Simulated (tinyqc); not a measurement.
Inside a calculation. Model: single-oscillator infrared dielectric function of a polar cubic crystal. Computed by tinyqc, a small Python program that keeps every step. Command: `OMP_NUM_THREADS=1 python tinyqc.py 3019715 3019716 out.jsonl infrared walk`. One thread of a shared host (Intel(R) Xeon(R) Processor @ 2.30GHz), about 0.01 s of CPU time with the checks. Intermediate numbers are printed to about 5 digits and carried at full precision; extremes and crossings named in words are read from the listed rows.

One ion pair, charges +Z* and -Z*, in a cell of volume Omega = a^3/4. Frequencies omega are given as wavenumbers (1/cm); eps_s is the static dielectric constant.

Inputs (values chosen for the exercise, modelled on cadmium telluride):

| quantity | value | unit |
|---|---|---|
| lattice constant a | 6.48 | angstrom |
| mass M_A | 112.41 | u |
| mass M_B | 127.6 | u |
| omega_TO | 141 | 1/cm |
| Born charge Z* | 2.27 | e |
| eps_inf | 7.08 | - |
| phonon damping gamma | 4.9 | 1/cm |
| probe frequency / omega_TO | 0.813 | - |
| eps_m of the surrounding medium | 1 | - |

Structure: zinc blende. Free carriers: absent.

Constants: nu for 1 eV/(angstrom^2 u) = 15.6333042 THz; 1 THz = 33.35640952 1/cm; e^2/(4 pi eps_0) = 14.39964548 eV angstrom.

## LO frequency and static constant from the Born charge

mu = M_A M_B/(M_A + M_B); ionic plasma term W^2 = 4 pi Z*^2 (e^2/(4 pi eps_0))/(Omega mu) in eV/(angstrom^2 u), turned into 1/cm by W = 15.6333042 x 33.35640952 x sqrt(W^2); omega_LO^2 = omega_TO^2 + W^2/eps_inf; eps_s = eps_inf + W^2/omega_TO^2; Szigeti charge 3 Z*/(eps_inf + 2); longitudinal (Callen) charge Z*/eps_inf.

reduced mass mu = 59.762 u

W = 249.74 1/cm

omega_LO = 169.38 1/cm

eps_s = 10.217

Szigeti charge = 0.75 e

Callen charge = 0.32062 e

omega_LO/omega_TO = 1.201; the ions supply 31 % of eps_s.

## Optical constants at the probe frequency

eps(omega) = eps_inf + W^2/(omega_TO^2 - omega^2 - i gamma omega); n + i k = sqrt(eps) with k >= 0; R = |(n + i k - 1)/(n + i k + 1)|^2 at normal incidence from vacuum. omega is the probe ratio times omega_TO. Intensity decays over 1/(4 pi omega k); the loss function is Im(-1/eps).

omega = 114.633 1/cm

Re eps = 16.270

Im eps = 0.76582

n = 4.0347

k = 0.094905

reflectivity R = 0.36354

penetration depth of the intensity = 73.146 micrometre

loss function = 0.0028868

Re eps is positive and k is small against n: the wave propagates.

## Spectrum around the optical phonon

The loss function is Im(-1/eps).

Spectrum:

| omega (1/cm) | Re eps | Im eps | R | Im(-1/eps) |
|---|---|---|---|---|
| 70.5 | 11.261 | 0.096858 | 0.29251 | 7.6379e-04 |
| 120 | 18.330 | 1.2069 | 0.38667 | 0.0035766 |
| 137 | 48.188 | 24.816 | 0.58827 | 0.0084469 |
| 141 | 7.08 | 90.275 | 0.73516 | 0.011010 |
| 148 | -20.240 | 9.7936 | 0.83448 | 0.019371 |
| 155 | -7.4818 | 2.6688 | 0.80595 | 0.042296 |
| 164 | -1.6959 | 1.0053 | 0.60020 | 0.25865 |
| 169 | -0.040779 | 0.67935 | 0.19539 | 1.4667 |
| 173 | 0.91657 | 0.51998 | 0.017001 | 0.46825 |
| 180 | 2.1225 | 0.34927 | 0.037452 | 0.075485 |
| 195 | 3.6520 | 0.18053 | 0.098263 | 0.013503 |
| 254 | 5.6837 | 0.038933 | 0.16728 | 0.0012051 |
| 423 | 6.6879 | 0.0051096 | 0.19562 | 1.1424e-04 |

R peaks among these rows at 148 per cm with 0.83 and is lowest, 0.017, at 173; far above omega_LO it tends to ((sqrt(eps_inf) - 1)/(sqrt(eps_inf) + 1))^2 = 0.206. Im eps is largest at 141 and the loss function at 169: absorption marks the TO mode and the loss function the LO mode. Re eps is negative in some rows, where R averages 0.61.

## Surface and particle modes

Without damping, eps(omega) = -x eps_m gives omega^2 = omega_TO^2 (eps_s + x eps_m)/(eps_inf + x eps_m): x = 1 for a flat surface at large wave vector, x = 2 for the dipole mode of a small sphere. The reflectivity R for light from vacuum (not from the medium eps_m) vanishes where eps = 1, omega^2 = omega_TO^2 (eps_s - 1)/(eps_inf - 1).

surface mode = 166.13 1/cm

sphere mode = 163.55 1/cm

zero of R = 173.61 1/cm

Both modes lie between omega_TO and omega_LO, at 89 % and 79 % of the way up.

## Phonon polaritons

Transverse waves without damping obey Q^2 = omega^2 eps(omega), Q = wave vector/(2 pi) in 1/cm: eps_inf omega^4 - (eps_inf omega_LO^2 + Q^2) omega^2 + Q^2 omega_TO^2 = 0.

Branches (1/cm):

| Q | lower branch | upper branch | Q/sqrt(eps_s) | Q/sqrt(eps_inf) |
|---|---|---|---|---|
| 45 | 14.06 | 169.6 | 14.1 | 16.9 |
| 140 | 43.12 | 172.0 | 43.8 | 52.6 |
| 270 | 79.08 | 180.9 | 84.5 | 101.5 |
| 450 | 113.02 | 211.0 | 140.8 | 169.1 |
| 680 | 129.71 | 277.8 | 212.7 | 255.6 |
| 1100 | 137.09 | 425.2 | 344.1 | 413.4 |
| 2300 | 140.15 | 869.6 | 719.6 | 864.4 |
| 4500 | 140.78 | 1693.8 | 1407.8 | 1691.2 |

The lower branch starts as light slowed by sqrt(eps_s) (0.998 of that line) and ends at 0.998 omega_TO; the upper starts at 1.002 omega_LO and ends at 1.002 of the light line with eps_inf. No branch lies between omega_TO and omega_LO.

Checks made by the program: Lyddane-Sachs-Teller relation eps_s/eps_inf = (omega_LO/omega_TO)^2 (relative difference below 1e-10).
